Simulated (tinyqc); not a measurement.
Hole doping of the spin-split valence bands: two-band massive Dirac model of the K valleys.

Basis (conduction, valence): H = [[D/2, a t (tau kx - i ky)], [a t (tau kx + i ky), -D/2 + lam tau sz]], valley tau = +/-1, spin sz = +/-1. The gap of a spin and valley is G = D - lam tau sz. Berry curvature Omega = curl of i<u|grad u>; for the conduction band Omega_c = -tau 2 a^2 t^2 G/(G^2 + 4 a^2 t^2 k^2)^(3/2), and Omega_v = -Omega_c.

Parameters, chosen for this exercise (near those used for monolayer WS2; the results hold for these values, not for the real material):
```
symbol  value  unit      meaning
a       3.188  angstrom  lattice constant
D       1.65   eV        gap parameter
t       1.34   eV        effective hopping
lam     0.189  eV        half the valence spin splitting
```

The Fermi level lies E below the top of the valence band. kF for the upper and lower band of valley +1 from the two-band energy; each flavour holds kF^2/(4 pi) holes per area and both valleys count. Spin polarisation within one valley; Berry flux removed from valley +1, the sum of (1 - cos(theta_F))/2 with cos(theta_F) = G/sqrt(G^2 + 4 a^2 t^2 kF^2), in units of 2 pi.

Holes:
```
E (meV)  kF upper (1/angstrom)  kF lower  p (1e12/cm^2)  spin polarisation in a valley  flux/2 pi
47.2                    0.0625    0.0000           6.22                          1.000     0.0304
94.5                    0.0897    0.0000          12.82                          1.000     0.0573
189.0                   0.1307    0.0000          27.20                          1.000     0.1028
283.5                   0.1646    0.0000          43.13                          1.000     0.1398
359.1                   0.1892    0.0000          57.00                          1.000     0.1648
567.0                   0.2510    0.1449         133.71                          0.500     0.3037
756.0                   0.3031    0.2143         219.26                          0.333     0.4000
```

Give the missing row, E (meV) = 415.8.

Computed row:
```
E (meV)  kF upper (1/angstrom)  kF lower  p (1e12/cm^2)  spin polarisation in a valley  flux/2 pi
415.8                   0.2068    0.0623          74.24                          0.833     0.2011
```

Up to E = 2 lam = 378 meV, a density of 60.6e12/cm^2, only the upper band of this model is emptied and each valley is fully spin-polarised, oppositely in the two. Beyond it the polarisation falls, to 0.33 in the last row. The flux, times e^2/h, is in size the change of the Hall conductivity of one valley; the other valley cancels it in the charge current. Rows with kF above about 0.2 1/angstrom lie beyond the range of the model, and in real layers the valley at Gamma, close below in MoS2 and WS2, can take holes as well.

tinyqc: `OMP_NUM_THREADS=1 python tinyqc.py 1451905 1451906 out.jsonl`; about 0.01 s, one thread, shared Intel(R) Xeon(R) Processor @ 2.30GHz.
